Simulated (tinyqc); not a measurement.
# Undoped symmetric double-gate MOSFET, analytic potential model: effects of single changes

An undoped body of thickness ts between two equal insulators and tied gates; long channel, electrons only, n = ni exp((psi - V)/Vt) with V the quasi-Fermi potential (0 at the source, Vd at the drain), constant mobility, no quantisation. Across the body psi(x) = V - 2 Vt ln[(ts/(2 beta)) sqrt(q ni/(2 eps0 eps_r Vt)) cos(2 beta x/ts)], x from the centre. Q is the electron charge per area of the whole body.

Values chosen for this exercise; material values those of a made-up semiconductor:
```
symbol    value        unit                                             meaning
T           273           K                                         temperature
Eg         1.03          eV                                            band gap
eps_r      10.7                      relative permittivity of the semiconductor
Nc      1.89e19       cm^-3              conduction-band density of states at T
Nv         2e19       cm^-3                 valence-band density of states at T
eox        8.62                     relative permittivity of the gate insulator
tox         2.9          nm                                 insulator thickness
ts           12          nm                                      body thickness
dphi       0.12           V  gate work function less that of the intrinsic body
mu          130  cm^2/(V s)                                    channel mobility
L             2          um                                         gate length
Vd          0.1           V                                       drain voltage
```

Constants: q = 1.602176634e-19 C, kB = 1.380649e-23 J/K, Vt = kB T/q, eps0 = 8.8541878128e-14 F/cm where lengths are in cm. Results are converted to the units shown.

Each table varies one quantity; the others keep the values above.

## Effect of the insulator thickness

ni = sqrt(Nc Nv) exp(-Eg/(2 Vt)), Eg in volts; r = eps_r tox/(eox ts); V0 = dphi + 2 Vt ln[(2/ts) sqrt(2 eps0 eps_r Vt/(q ni))]. beta (between 0 and pi/2) solves (Vg - V0 - V)/(2 Vt) = ln(beta) - ln(cos beta) + 2 r beta tan(beta). Q = 8 eps0 eps_r Vt beta tan(beta)/ts; I = mu (1/L)(4 eps0 eps_r/ts)(2 Vt)^2 [g(beta_s) - g(beta_d)] per width, g = beta tan(beta) - beta^2/2 + r beta^2 tan^2(beta), with beta_s at V = 0 and beta_d at V = Vd.  I(low) is taken at Vg = 0.31 V, Qs and I(high) at Vg = 1.06 V.

The same in every row: V0 (V) = 0.5591.

Results:
```
tox (nm)  I(low) (nA/um)  Qs(high) (nC/cm^2)  I(high) (uA/um)
0.97            0.005638                5243            29.65
1.4             0.005638                3798            21.60
2               0.005638                2771            15.84
2.9             0.005638                1992            11.44
6               0.005638                1039            6.016
8.7             0.005638               743.2            4.318
```

Estimate the missing row, tox = 4.2 nm.

Computed row:
```
tox (nm)  I(low) (nA/um)  Qs(high) (nC/cm^2)  I(high) (uA/um)
4.2             0.005638                1431            8.254
```

With this row back in the table: As tox goes from 0.97 to 8.7 nm, I(low) stays near 0.00564 nA/um and I(high) falls from 29.7 to 4.32 uA/um. On average I(low) is independent of tox and I(high) goes as tox^(-0.88). Below threshold no voltage drops over the insulator in this long-channel model, so its thickness does not matter there. In every row the surface density at the source at the higher gate voltage passes 0.3 Nc, where Boltzmann statistics fail.

## Effect of the body thickness

Same model as above.

Effect of the body thickness:
```
ts (nm)   V0 (V)  I(low) (nA/um)  Qs(high) (nC/cm^2)  I(high) (uA/um)
4        0.61082       0.0018793              1984.5           11.380
5.6      0.59499       0.0026310              1988.3           11.410
7.8      0.57940       0.0036646              1990.5           11.427
11       0.56322       0.0051679              1991.9           11.438
15       0.54863       0.0070471              1992.5           11.443
21       0.53280       0.0098658              1992.9           11.446
30       0.51602        0.014093              1993.2           11.448
```

As ts goes from 4 to 30 nm, I(low) rises from 0.00188 to 0.0141 nA/um and I(high) rises from 11.38 to 11.45 uA/um. On average I(low) goes as ts^(1.00) and I(high) goes as ts^(0.00). Below threshold the charge is proportional to the cross-section of the body; above it the insulator sets the charge. In every row the surface density at the source at the higher gate voltage passes 0.3 Nc, where Boltzmann statistics fail. For ts = 4 to 5.6 nm the body is thin enough for quantum confinement, left out here, to raise the threshold.

## Transfer curve and volume inversion

Q = 8 eps0 eps_r Vt beta tan(beta)/ts; I = mu (1/L)(4 eps0 eps_r/ts)(2 Vt)^2 [g(beta_s) - g(beta_d)] per width, g = beta tan(beta) - beta^2/2 + r beta^2 tan^2(beta), with beta_s at V = 0 and beta_d at V = Vd. The drop is psi(surface) - psi(centre) at the source end; C = dQs/dVg, Cg = 2 eps0 eox/tox; gm = dI/dVg.

Results:
```
Vg (V)  Qs (nC/cm^2)  drop (mV)      C/Cg  I (uA/um)  gm/I (1/V)
0.26        4.465e-4   7.070e-5  3.606e-6   6.731e-7       42.51
0.35         0.02047   0.003242  1.653e-4   3.087e-5       42.50
0.43          0.6093    0.09641  0.004884   9.220e-4       42.34
0.52           21.54      3.330    0.1375    0.03673       37.42
0.61           172.2      22.77    0.4802     0.4972       20.52
0.7            449.4      47.12    0.6697      1.879       10.44
0.87            1130      80.73    0.8245      5.968       4.542
0.96            1530      93.26    0.8628      8.492       3.395
```

Estimate the missing row, Vg = 0.78 V.

Computed row:
```
Vg (V)  Qs (nC/cm^2)  drop (mV)    C/Cg  I (uA/um)  gm/I (1/V)
0.78           752.7      64.94  0.7625      3.648       6.630
```

With this row back in the table: The current rises from 6.73e-7 to 8.49 uA/um. In the first row gm/I is 42.5 1/V, within 0.01 % of 1/Vt: with no depletion charge the whole body follows the gate, and the swing is ideal. The drop between surface and centre goes from 7.1e-5 to 93.3 mV and passes Vt at Vg = 0.7 V among the rows; below that the density varies across the body by less than a factor of e (volume inversion). C reaches 0.86 of Cg in the last row. For Vg = 0.7 to 0.96 V the surface density at the source passes 0.3 Nc, where Boltzmann statistics fail.

tinyqc, about 0.01 s, one thread, Intel Xeon 2.30GHz (shared host): `OMP_NUM_THREADS=1 python tinyqc.py 2440073 2440074 out.jsonl`
